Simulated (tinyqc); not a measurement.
Finnis-Sinclair potential for a bcc metal: fit to cohesion and elasticity, then vacancy, surfaces and structure: one step, computed by the program tinyqc. Command: `OMP_NUM_THREADS=1 python tinyqc.py 3110388 3110389 out.jsonl fsfit walk`. One thread of a shared host (Intel(R) Xeon(R) Processor @ 2.30GHz), about 0.01 s of CPU time with the checks.

E = (1/2) sum V(r) - A sqrt(rho), rho = sum phi(r), phi = (r - d)^2 for r < d, V = (r - c)^2 (c0 + c1 r + c2 r^2) for r < c. In bcc the 8 first neighbours lie at sqrt(3) a/2 and the 6 second at a; both cut-offs lie below the third shell; Omega = a^3/2; E is per atom and z the number of atoms in a shell. The four constants A, c0, c1, c2 are fitted to E_c, zero pressure, B and C12 - C44 alone, so C44 and C11 - C12 are not matched singly; defects are unrelaxed.

Problem. Three linear equations for c0, c1, c2. With v_k = (r - c)^2 r^k the rows are (1/2) sum z v_k, (1/2) sum z r v_k' and (1/2) sum z r^2 v_k''. With rho1 = sum z r phi' and rho2 = sum z r^2 phi'' the right-hand sides are: -E_c + A sqrt(rho) (cohesion); A rho1/(2 sqrt(rho)) (zero pressure); 9 B Omega + A [rho2/(2 sqrt(rho)) - rho1^2/(4 rho^(3/2))] with B = (C11 + 2 C12)/3.

Inputs (values chosen for the exercise, modelled on molybdenum):
```
quantity             value      unit
lattice constant a   3.147  angstrom
cohesive energy E_c    6.8        eV
target C11             478       GPa
target C12             163       GPa
pair cut-off c/a     1.027         -
```

rho = 20.79500 angstrom^2

A = 1.818960 eV/angstrom

rho1 = -96.48700 angstrom^2

rho2 = 237.6866 angstrom^2

Constants: 1 eV/angstrom^3 = 160.2176634 GPa.

Give: matrix; right-hand side.

Solution.

matrix:
```
                  c0      c1      c2
cohesion        1.05    2.87    7.84
pressure      -12.65  -32.29  -82.25
bulk modulus  118.84  278.64  653.82
```

right-hand side (eV): 1.49  -19.24  237.36
